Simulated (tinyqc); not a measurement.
Electroplating on a thin resistive seed layer: kinetics, Wagner number and the terminal effect across a wafer: one step, computed by the program tinyqc. Command: `OMP_NUM_THREADS=1 python tinyqc.py 3120397 3120398 out.jsonl terminal walk`. One thread of a shared host (Intel(R) Xeon(R) Processor @ 2.30GHz), about 0.02 s of CPU time with the checks.

Current enters the seed at the rim. The bath is treated as a local resistance per area (no lateral flow in the liquid), two electrons per ion, molar volume 7.11 cm^3/mol, Faraday constant F = e N_A, kinematic viscosity 0.01 cm^2/s, omega = 2 pi x rpm/60; k_B T/e is in volts.

Problem. Rate, limit and resistances. Growth rate = i V_m/(2 F). Levich limit i_L = 0.62 x 2 F D^(2/3) omega^(1/2) nu^(-1/6) c. Tafel overpotential eta = (k_B T/(alpha e)) ln(i/i_0); kinetic resistance k_B T/(alpha e i); bath resistance h/kappa + plate; R_s = resistivity/t; Wagner number = kinetic resistance x kappa/R.

Inputs (values chosen for the exercise, of the order of those for copper plating on a thin cobalt or ruthenium seed):

| quantity | value | unit |
|---|---|---|
| wafer radius R | 15 | cm |
| seed thickness t | 65 | nm |
| seed resistivity | 12 | microohm cm |
| bath conductivity kappa | 0.38 | S/cm |
| gap to the anode h | 12 | cm |
| extra resistance of a porous plate | 0 | ohm cm^2 |
| exchange current density i_0 | 0.27 | mA/cm^2 |
| cathodic transfer coefficient alpha | 0.78 | - |
| mean current density | 15 | mA/cm^2 |
| diffusivity of the metal ion | 6.5e-06 | cm^2/s |
| metal ion concentration | 0.41 | mol/L |
| rotation rate | 30 | rpm |
| temperature T | 298 | K |

Constants: e = 1.602176634e-19 C; N_A = 6.02214076e+23 1/mol; k_B = 8.617333262e-05 eV/K.

Give: growth rate; limiting current i_L; overpotential; kinetic resistance; bath resistance R_b; sheet resistance R_s; Wagner number.

Solution.

growth rate = 331.60 nm/min

limiting current i_L = 65.241 mA/cm^2

overpotential = 132.26 mV

kinetic resistance = 2.1948 ohm cm^2

bath resistance R_b = 31.579 ohm cm^2

sheet resistance R_s = 1.8462 ohm/square

Wagner number = 0.055603
